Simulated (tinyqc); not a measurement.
# On-chip interconnect, size-dependent resistivity and RC delay, step by step

Computed by the program tinyqc: `OMP_NUM_THREADS=1 python tinyqc.py 2100122 2100123 out.jsonl`, one thread of a shared Intel Xeon 2.30GHz, about 0.01 s for the whole run. Printed values are rounded.

A rectangular line between two neighbours and two ground planes. Surface and grain-boundary scattering are added to the bulk resistivity as corrections; capacitances are parallel-plate values without fringing; inductance is ignored.

Parameters, values chosen for the exercise; metal values close to those of aluminium: bulk resistivity rho0 = 2.68 uohm cm; bulk mean free path lam = 19.4 nm; specular share of surface scattering ps = 0; reflection coefficient of grain boundaries Rg = 0.3; grain size over the metal width gr = 1; drawn line width wd = 19 nm; aspect ratio, height over width AR = 2.4; liner on both walls and the bottom, not conducting tl = 2.2 nm; space to the neighbouring lines sp = 19 nm; dielectric height to the planes above and below hd = 26 nm; relative permittivity of the dielectric ek = 3; Miller factor of the neighbours Mf = 1; line length Lw = 6.3 um; driver resistance Rd = 17000 ohm; load capacitance Cl = 1.2 fF; time step dt = 4.1 ps.

Constants: eps0 = 8.8541878128e-12 F/m. Results are converted to the units shown.

Range of the model: The metal width is under the mean free path, where the thick-limit surface term and the simple sum of corrections lose accuracy.

## Resistivity, resistance and capacitance per length

Metal width x = wd - 2 tl, height y = AR wd - tl; grain boundaries (Mayadas-Shatzkes): al = (lam/(gr x)) Rg/(1 - Rg), g = 1/[1 - 3 al/2 + 3 al^2 - 3 al^3 ln(1 + 1/al)] - 1; surfaces (Fuchs-Sondheimer, thick limit): s = (3/8) lam (1 - ps)(1/x + 1/y); rho = rho0 (1 + g + s); r = rho/(x y); c = eps0 ek (2 wd/hd + 2 Mf AR wd/sp).

x = 14.6 nm
y = 43.4 nm
al = 0.5694716
g = 0.7952890
s = 0.6659144
rho = 6.596025 uohm cm
r = 104.0974 ohm/um
c = 0.1663225 fF/um

rho is 2.46 times the bulk value; grain boundaries add more (0.795 against 0.666). The liner takes 26.9 % of the cross-section.

## Ladder and Elmore delays

5 equal pi sections: series Rs = r Lw/5; node capacitances c Lw/5, halved at nodes 0 and 5, with Cl added to node 5; Rd feeds node 0. Elmore delay of node k: the sum, over the resistors on the path to k, of resistance times all capacitance downstream of it.

Rs = 131.1627 ohm

```
node,C (fF),Elmore delay (ps)
0,0.1047832,38.21314
1,0.2095664,38.49423
2,0.2095664,38.74783
3,0.2095664,38.97394
4,0.2095664,39.17257
5,1.304783,39.34371
```

The far-end value equals Rd (c Lw + Cl) + r Lw (c Lw/2 + Cl) for any number of pi sections; the line resistance contributes 2.87 % of it.

## Step 1: node voltages after a time step

```
node,v at t = 0 (V)
0,0
1,0
2,0
3,0
4,0
5,0
```

A 1 V step is applied behind Rd at t = 0. C dv/dt = -G v + b, with G the conductance matrix of the ladder (1/Rs between neighbours, 1/Rd added at node 0) and b = (1 V/Rd, 0, ...). Trapezoidal step: (C/dt + G/2) v(new) = (C/dt - G/2) v + b.

```
node,v at t = 1 dt (V)
0,0.1405835
1,0.1271797
2,0.1154813
3,0.1053313
4,0.0965935
5,0.0891510
```

## Step 2: node voltages after a time step

As before.

```
node,v at t = 2 dt (V)
0,0.1899523
1,0.1908064
2,0.1908083
3,0.1902718
4,0.1894619
5,0.1886020
```

## Course in time

A 1 V step is applied behind Rd at t = 0. C dv/dt = -G v + b, with G the conductance matrix of the ladder (1/Rs between neighbours, 1/Rd added at node 0) and b = (1 V/Rd, 0, ...). Trapezoidal step: (C/dt + G/2) v(new) = (C/dt - G/2) v + b. The last column solves the same ladder exactly by its modes.

Voltages (V):
```
t (ps),node 0,node 2,node 5,"node 5, exact"
4.100,0.1406,0.1155,0.0892,0.0941
8.200,0.1900,0.1908,0.1886,0.1843
12.30,0.3029,0.2816,0.2622,0.2654
16.40,0.3435,0.3451,0.3417,0.3386
20.50,0.4348,0.4166,0.4023,0.4044
24.60,0.4677,0.4700,0.4659,0.4637
28.70,0.5420,0.5262,0.5158,0.5170
32.80,0.5682,0.5711,0.5668,0.5651
36.90,0.6291,0.6153,0.6077,0.6084
41.00,0.6495,0.6528,0.6486,0.6474
45.10,0.6998,0.6876,0.6821,0.6825
49.20,0.7153,0.7190,0.7149,0.7141
```

The far end of the ladder reaches 0.5 V at 27.34 ps, 0.695 of its Elmore delay (ln 2 = 0.693 for a single pole); the slowest mode has a time constant of 39.11 ps. The largest error of the trapezoidal steps at that node is 4.9 mV.
